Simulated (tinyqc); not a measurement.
Changing the background doping N_B (opposite type): sheet resistance and Hall data of a diffused or implanted layer. Computed by tinyqc, a small Python program. Command: `OMP_NUM_THREADS=1 python tinyqc.py 3027403 3027404 out.jsonl layer sweep`. One thread of a shared host (Intel(R) Xeon(R) Processor @ 2.30GHz), about 0.06 s of CPU time with the checks.

Carriers are taken equal to the net active doping down to the junction (full ionisation, which deep dopants in wide-gap hosts do not reach; no spill-over, no depletion), and the Hall factor is 1.

Inputs (values chosen for the exercise, modelled on nitrogen in 4H-SiC):

| quantity | value | unit |
|---|---|---|
| mu_min | 38.8 | cm^2/(V s) |
| mu_max | 930 | cm^2/(V s) |
| N_ref | 2.1e+17 | 1/cm^3 |
| exponent alpha | 0.63 | - |
| peak concentration N_0 | 2e+20 | 1/cm^3 |
| length scale l | 72 | nm |
| projected range R_p | 94 | nm |
| solubility limit N_s | 7.1e+19 | 1/cm^3 |

Profile: buried Gaussian (implant). Activation: limited by solubility.

Constants: e = 1.602176634e-19 C.

Method:
- N(x) = N_0 exp(-(x - R_p)^2/(2 l^2)) for x > 0, dose N_0 l sqrt(pi/2) erfc(-R_p/(l sqrt 2)), junction x_j = R_p + l sqrt(2 ln(N_0/N_B)); the layer starts at x_0 = max(0, 2 R_p - x_j).
- Mobility mu = mu_min + (mu_max - mu_min)/(1 + (N_t/N_ref)^alpha), N_t = active doping + N_B; carriers n = active doping - N_B, active doping min(N, N_s).
- Integrals from x_0 (0 unless stated) to x_j by the midpoint rule on 400 even intervals: 1/R_s = e int n mu dx; sheet density n_s = int n dx; Hall sheet density (int n mu dx)^2/int n mu^2 dx; Hall mobility int n mu^2 dx/int n mu dx.
- Mean conductivity 1/(R_s x_j); mean mobility 1/(e n_s R_s).

One run for each value:

| background doping N_B (opposite type) (1/cm^3) | sheet resistance R_s (ohm) | junction depth x_j (nm) | mean conductivity 1/(R_s x_j) (S/cm) | mean mobility (cm^2/(V s)) |
|---|---|---|---|---|
| 1.00e+14 | 57.95 | 481.8 | 358.1 | 64.34 |
| 5.70e+14 | 57.96 | 457.8 | 376.9 | 64.33 |
| 3.30e+15 | 57.97 | 431.9 | 399.4 | 64.32 |
| 1.90e+16 | 58.05 | 403.9 | 426.5 | 64.26 |
| 1.10e+17 | 58.37 | 373.0 | 459.4 | 64.04 |
| 6.10e+17 | 59.56 | 339.1 | 495.1 | 63.43 |
| 3.50e+18 | 64.62 | 298.8 | 517.9 | 61.86 |
| 2.00e+19 | 95.86 | 248.5 | 419.8 | 58.16 |

Describe and explain the trends.

Over the rows, sheet resistance R_s (ohm) rises from 58.0 to 95.9; junction depth x_j (nm) falls from 482 to 249 (exponent d ln y / d ln x -0.029 between the first rows and -0.11 between the last); mean conductivity 1/(R_s x_j) (S/cm) goes from 358 through a maximum among these rows, 518 at 3.50e18, to 420. x_j shrinks by a factor 1.94 and R_s grows by 1.65; over the first half of the table x_j shrinks by 1.29 and R_s grows by 1.01: the tail carries little current.

Extremes, crossings and ranges named in words are read from the listed rows.
